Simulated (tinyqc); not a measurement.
Worked calculation: CIS on RHF in the sto-6g basis, for H3+, spin multiplicity 1. One step of it, computed by the program tinyqc.

Question. CIS matrix, triplets. A(ia,jb) = (e_a - e_i) d_ij d_ab - (ij|ab).

orbital energies (hartree): [-0.995955, -0.135602, -0.135344]

Two-electron integrals over orbitals (pq|rs), unique and non-zero (hartree):
```
(11|11) 0.540952    (21|21) 0.146676    (22|11) 0.530407    (22|22) 0.622137
(31|11) 0.000044    (31|22) -0.103413   (31|31) 0.146682    (32|21) -0.103451
(32|32) 0.081197    (33|11) 0.530463    (33|22) 0.459859    (33|31) 0.103428
(33|33) 0.622153
```

Give: CIS matrix A, triplet.

Answer.

CIS matrix A, triplet (hartree), order 1>2, 1>3:
```
[[0.330, 0.000],
 [0.000, 0.330]]
```
